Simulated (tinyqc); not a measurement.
Inside a calculation: three-level Kane dispersion of a narrow-gap semiconductor. Values are carried at full precision from step to step, so a last printed digit may differ when a step is redone from the rounded ones.

Zero of energy at Gamma8, c = hbar^2/2m0, P^2 = Ep c. The free-electron term and remote bands are left out, so the heavy holes are flat at E = 0 and the other three bands obey E (E - Eg)(E + Dso) = P^2 k^2 (E + 2 Dso/3). The conduction band is the highest root; its edge is Ec = max(Eg, 0).

Constants: hbar^2/2m0 = 3.80998211 eV angstrom^2; hbar = 6.58211957e-16 eV s; e^2/(4 pi eps0) = 14.39964547 eV angstrom; muB = 5.788381798e-05 eV/T.

Parameters, chosen for this exercise (a narrow-gap II-VI alloy; the results hold for these values, not for the real material): Eg = 0.293 eV (E(Gamma6) - E(Gamma8)); Dso = 0.99 eV (spin-orbit splitting); Ep = 19 eV (Kane energy); k = 0.01 1/angstrom (wave vector); n = 1.6e+16 cm^-3 (electron density); eps = 12.8 (high-frequency dielectric constant); B = 3.2 T (magnetic field).

## The three bands at one k

Expand the equation into E^3 + a2 E^2 + a1 E + a0 = 0 and give its roots; compare with the two-level form (Dso to infinity) E = Eg/2 +/- sqrt(Eg^2/4 + (2/3) P^2 k^2).

P^2 k^2 = 0.007239 eV^2

a2, a1, a0: 0.697000  -0.297309  -0.004778

roots (eV): -0.9919  -0.0155  0.3104

two-level form (eV): -0.0156  0.3086

The two-level form misses the highest root by -1.8 meV. The order is normal: Gamma6 forms the conduction band.

## Mass at the edge and limiting velocity

m0* = Eg (Eg + Dso)/(Ep (Eg + 2 Dso/3)). In the two-level form the velocity tends to v = sqrt(2/3) P/hbar, and |Eg| = 2 m v^2 with m = 3 |Eg|/(2 Ep), as for a relativistic particle. 1 angstrom = 1e-10 m.

m0* = 0.02076 m0
P = 8.5082 eV angstrom
v = 1.055e+06 m/s
k at which the linear part sets in, |Eg|/(2 hbar v) = 0.02109 1/angstrom

## Fermi level and mass at a given density

Degenerate electrons at T = 0: kF = (3 pi^2 n)^(1/3), 1 cm^-3 = 1e-24 angstrom^-3; EF is the highest root at kF. The momentum (cyclotron, optical) mass is m(E) = hbar^2 k/(dE/dk) = c d(k^2)/dE with d(k^2)/dE = k^2 [1/E + 1/(E - Eg) + 1/(E + Dso) - 1/(E + 2 Dso/3)]; the density of states is k d(k^2)/dE/(2 pi^2).

Edge mass m0* = Eg (Eg + Dso)/(Ep (Eg + 2 Dso/3)).

Compare EF - Ec with the parabolic value c kF^2/m0*.

kF = 0.00780 1/angstrom
EF - Ec = 0.0108 eV
parabolic value = 0.0112 eV
m(EF) = 0.02216 m0
m(EF)/m0* = 1.068
density of states at EF = 2.297e+18 1/(eV cm^3)

The parabola overstates EF - Ec by a factor of 1.03; (EF - Ec)/|Eg| = 0.04, and the two-level rule 1 + 2 (EF - Ec)/|Eg| = 1.074 estimates the mass ratio.

## Plasma and cyclotron energies

hbar wp = sqrt(8 pi c (e^2/4 pi eps0) n/(eps m)), hbar wc = 2 muB B/m (classical limit), with m = m(EF) and, for comparison, the edge mass; n in angstrom^-3.

hbar wp with m(EF), with m0* (meV): 8.82  9.11

hbar wc with m(EF), with m0* (meV): 16.71  17.84

hbar wc is not small against EF - Ec = 10.8 meV, so only the lowest Landau level or two are filled: this is the quantum limit, where the classical value fails.

## Checks

- Roots of the cubic against the 8 x 8 Kane matrix without remote terms: they agree to 1e-10 or better.
- m(E) near the edge against m0*: both 0.02076.

tinyqc: `OMP_NUM_THREADS=1 python tinyqc.py 1051016 1051017 out.jsonl`; about 0.01 s, one thread, shared Intel(R) Xeon(R) Processor @ 2.30GHz.
